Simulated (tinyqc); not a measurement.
From results back to parameters: density of states of one tight-binding band on the square lattice. Four cases, with inputs chosen for the exercise.

Problem. For E(k) = -2 t (c1 + c2) - 4 t2 c1 c2, ci = cos(2 pi ki), with |t2| < t/2 the band has its bottom at Gamma, its top at M = (1/2, 1/2) and its logarithmic peak at X = (1/2, 0). Only differences are known.

Case 1.

peak above the bottom = 10.0400 eV
top above the peak = 5.4000 eV

Case 2.

peak above the bottom = 2.2400 eV
top above the peak = 2.7200 eV

Case 3.

peak above the bottom = 2.2800 eV
top above the peak = 2.2800 eV

Case 4.

peak above the bottom = 3.0000 eV
top above the peak = 3.0000 eV

Find: t; t2.

Solution. E(Gamma) = -4t - 4 t2, E(X) = 4 t2, E(M) = 4t - 4 t2: the sum of the two differences is 8 t, their difference 16 t2.

Case 1.

t = 1.930 eV
t2 = 0.290 eV

Case 2.

t = 0.620 eV
t2 = -0.030 eV

Case 3.

t = 0.570 eV
t2 = 0.000 eV

Case 4.

t = 0.750 eV
t2 = 0.000 eV

Computed by tinyqc, one run a case: `OMP_NUM_THREADS=1 python tinyqc.py N N+1 out.jsonl` with N = 1680311, 1680562, 1680805, 1680939; one thread of a shared Intel(R) Xeon(R) Processor @ 2.30GHz, about 0.1 s a run at most.
